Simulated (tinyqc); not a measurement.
# Changing the antiferromagnetic coupling J1

Model: two coupled magnetic layers: synthetic antiferromagnet, spin flop, exchange bias and magnetoresistance. Computed by tinyqc, a small Python program. Command: `OMP_NUM_THREADS=1 python tinyqc.py 3026371 3026372 out.jsonl saf sweep`. One thread of a shared host (Intel(R) Xeon(R) Processor @ 2.30GHz), about 0.4 s of CPU time with the checks.

Moments lie in the plane at the angles p1, p2 from the field. Energy per area: E = J1 cos(p1 - p2) + J2 cos^2(p1 - p2) - B M_s (t1 cos p1 + t2 cos p2) + K (t1 sin^2 p1 + t2 sin^2 p2).

Inputs (values chosen for the exercise, for a model stack):
```
quantity                         value    unit
saturation magnetisation M_s      1160    kA/m
thickness t1                       2.3      nm
thickness t2                       2.3      nm
biquadratic coupling J2              0  mJ/m^2
in-plane anisotropy K              2.3  kJ/m^3
field over the saturation field    0.2       -
```

Field direction: along the easy axis.

Method. The parallel state is stable while the Hessian at p1 = p2 = 0 is positive: with c = J1 + 2 J2 and u = B M_s + 2K, (u t1 - c)(u t2 - c) > c^2, so B_sat M_s = c (1/t1 + 1/t2) - 2K. B_K = 2K/M_s. With p1 = 0, p2 = 180 degrees and c2 = J1 - 2 J2 the Hessian is [[c2 + t1 (2K + b), -c2], [-c2, c2 + t2 (2K - b)]], b = B M_s; its determinant vanishes at the positive root of t1 t2 b^2 - c2 (t1 - t2) b - [2K c2 (t1 + t2) + 4 K^2 t1 t2] = 0.

One run for each value; columns: (1) antiferromagnetic coupling J1 (mJ/m^2); (2) saturation field B_sat (mT); (3) stability limit B_sf of the antiparallel state (mT):
```
(1)     (2)    (3)
0.050    34  12.82
0.085    60  16.38
0.140   101  20.78
0.410   303  35.14
0.700   521  45.79
1.200   896  59.86
2.000  1495  77.21
```

Give the missing row, antiferromagnetic coupling J1 (mJ/m^2) = 0.240.

Computed row; columns: (1) antiferromagnetic coupling J1 (mJ/m^2); (2) saturation field B_sat (mT); (3) stability limit B_sf of the antiparallel state (mT):
```
(1)    (2)    (3)
0.240  176  27.00
```

Interpolating between the two neighbouring rows (the first column on a logarithmic scale, the others too where they are positive) misses most in saturation field B_sat (mT), by 0.34 %. Over the rows, saturation field B_sat (mT) rises from 33.5 to 1500 (exponent d ln y / d ln x 1.1 between the first rows and 1.0 between the last); stability limit B_sf of the antiparallel state (mT) rises from 12.8 to 77.2 (exponent d ln y / d ln x 0.46 between the first rows and 0.50 between the last). At the high end the exponent of saturation field B_sat is 1.00, close to 1: coupling rules over anisotropy. The exponent of stability limit B_sf of the antiparallel state stays between 0.46 and 0.50, near 0.50: the geometric mean of coupling and anisotropy.

Extremes, crossings and ranges named in words are read from the listed rows.
